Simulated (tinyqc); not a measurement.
The same layer on three faces: model-solid line-up of a strained alloy layer on a substrate.

All values of the alloy are linear in x but the gap, Eg(x) = (1 - x) Eg_A + x Eg_B - C x (1 - x), and the valence edge, Ev(x) = (1 - x) Ev_A + x Ev_B + fv C x (1 - x); Ec = Ev + Eg. Ev is the top of the unstrained valence band on a scale common to all materials. In the layer only the Gamma valley of the conduction band is followed, also where an X or L valley would lie lower.

Coherent growth: e_par = (a_s - a)/a. (001): e_perp = -2 (C12/C11) e_par; exx = eyy = e_par, ezz = e_perp, no shear. (111): e_perp = -(2 C11 + 4 C12 - 4 C44)/(C11 + 2 C12 + 4 C44) e_par; exx = eyy = ezz = (2 e_par + e_perp)/3 and exy = eyz = ezx = (e_perp - e_par)/3. (110): e_perp = -(C11 + 3 C12 - 2 C44)/(C11 + C12 + 2 C44) e_par; exx = eyy = (e_par + e_perp)/2, ezz = e_par, exy = (e_perp - e_par)/2, eyz = ezx = 0.

Strained edges: Ec + ac tr(e); the valence edges are Ev plus the levels of the 6 x 6 matrix of X, Y, Z times spin with -Dso/3 + l exx + m (eyy + ezz) on the diagonal (cyclic), n exy off it, l = av + 2 b, m = av - b, n = sqrt(3) d. Spin-orbit term (Dso/3) L.sigma on X, Y, Z with (L_k)_ij = -i epsilon_kij: <X+|H|Y+> = -i Dso/3, <X+|H|Z-> = Dso/3, <Y+|H|Z-> = -i Dso/3, <Z+|H|X-> = -Dso/3, <Z+|H|Y-> = i Dso/3, <X-|H|Y-> = i Dso/3, and their conjugates; + and - are the spin along z.

Values chosen for the exercise (A near GaSb, B near GaAs, substrate near InAs; not measured data): a = (6.089, 5.648) angstrom (lattice constant of A, B); Eg = (0.82, 1.527) eV (gap at Gamma to the s-like level of A, B); Dso = (0.767, 0.346) eV (spin-orbit splitting of A, B); Ev = (-0.03, -0.8) eV (top of the unstrained valence band of A, B); ac = (-7.51, -7.15) eV (conduction deformation potential of A, B); av = (0.8, 1.17) eV (valence hydrostatic potential of A, B); b = (-1.97, -2.02) eV (tetragonal shear potential of A, B); d = (-4.72, -4.85) eV (trigonal shear potential of A, B); C11 = (88.7, 121.3) GPa (of A, B); C12 = (40.8, 57.4) GPa (of A, B); C44 = (43.1, 60.8) GPa (of A, B); C = 1.537 eV (bowing of the gap); fv = 0.75 (share of the bowing taken by the valence edge); a_s = 6.056 angstrom (substrate); x = 0.13 (fraction of B).

Composition and substrate are kept.

Results:

| face | e_perp (%) | tr(e) (%) | shift of Ec (meV) | shift of Ev (meV) | valence splitting (meV) | gap (eV) |
|---|---|---|---|---|---|---|
| (001) | -0.373 | 0.434 | -32.4 | 19.7 | 31.3 | 0.6860 |
| (111) | -0.197 | 0.610 | -45.5 | 22.3 | 33.6 | 0.6702 |
| (110) | -0.233 | 0.574 | -42.8 | 21.9 | 33.3 | 0.6734 |

The layer yields most along the normal on (001) and least on (111), so the volume change, and with it the shift of Ec, is largest on (111). The valence splitting, set by b on (001), by d on (111) and by both on (110), is largest on (111). The gaps span 16 meV, from (111) to (001).

Run: tinyqc, `OMP_NUM_THREADS=1 python tinyqc.py 1051192 1051193 out.jsonl`; Intel(R) Xeon(R) Processor @ 2.30GHz, one thread, shared host; about 0.01 s of CPU time with all checks.
